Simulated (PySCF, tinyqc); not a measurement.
Worked calculation: RKS/LDA (VWN5) in the sto-3g basis, for H6, spin multiplicity 1. The lowest restricted solution is unstable here: a spin-polarised one lies 0.0006 hartree lower (PySCF). Computed by tinyqc, a small Python program that keeps every step (integrals from PySCF). Settings: charge = 0, multiplicity = 1, basis = sto-3g, energy threshold = 1e-10, iteration cap = 81, orthogonalisation = symmetric, start = Wolfsberg-Helmholz matrix, DIIS depth = 0, damping = 0.5, method = RKS, functional = lda,vwn, grid = [20, 14]. Command: `OMP_NUM_THREADS=1 python tinyqc.py 31267 31268 out.jsonl` (the two numbers bound the seeds that draw the settings). One thread of a shared host (Intel(R) Xeon(R) Processor @ 2.60GHz), about 0.6 s of CPU time with the checks.

Geometry (angstrom):
```
atom,x,y,z
H,0.00000,0.00000,0.00000
H,0.00000,0.00000,1.25400
H,0.00000,0.00000,2.18100
H,0.00000,0.00000,3.43500
H,0.00000,0.00000,4.36200
H,0.00000,0.00000,5.61600
```

Stop when the energy changes by less than 1e-10 hartree and every element of the error matrix X^T (F D S - S D F) X is below 3e-06.

Course of the cycle:
```
iteration,E (hartree),change,largest element of the error matrix
1,-3.1116279,-,1.02e-01
2,-3.1215084,-9.88e-03,2.70e-02
3,-3.1323235,-1.08e-02,8.30e-03
4,-3.1380857,-5.76e-03,1.75e-03
5,-3.1409873,-2.90e-03,9.36e-04
6,-3.1424393,-1.45e-03,4.00e-04
7,-3.1431652,-7.26e-04,1.94e-04
8,-3.1435282,-3.63e-04,9.23e-05
9,-3.1437097,-1.81e-04,4.43e-05
10,-3.1438005,-9.07e-05,2.12e-05
11,-3.1438458,-4.54e-05,1.01e-05
12,-3.1438685,-2.27e-05,4.95e-06
13,-3.1438799,-1.13e-05,2.53e-06
14,-3.1438855,-5.67e-06,1.28e-06
...,...,...,...
68,-3.0236131,9.25e-13,7.78e-02
69,-3.0236131,4.47e-13,7.78e-02
70,-3.0236131,2.17e-13,7.78e-02
71,-3.0236131,1.02e-13,7.78e-02
72,-3.0236131,4.97e-14,7.78e-02
73,-3.0236131,2.75e-14,7.78e-02
74,-3.0236131,8.88e-15,7.78e-02
75,-3.0236131,3.55e-15,7.78e-02
76,-3.0236131,6.22e-15,7.78e-02
77,-3.0236131,8.88e-16,7.78e-02
78,-3.0236131,8.88e-16,7.78e-02
79,-3.0236131,-8.88e-16,7.78e-02
80,-3.0236131,0.00000,7.78e-02
81,-3.0236131,3.55e-15,7.78e-02
```

Can the last value be used, and what does the course show?

Not by the stop rule, although the second column moves by less than 1e-07 over the last three steps. Not converged within the cap of 81 iterations: the residual has stopped falling. Reruns (cap 100 unless said): DIIS 8: converged in 8; level shift 0.5: converged in 19; atomic densities as start, DIIS 8: converged in 7; the original settings with a cap of 400: not converged. PySCF RKS in the same basis, fine grid = -3.1413837 hartree, which differs from a converged run on this coarse grid by the grid error.
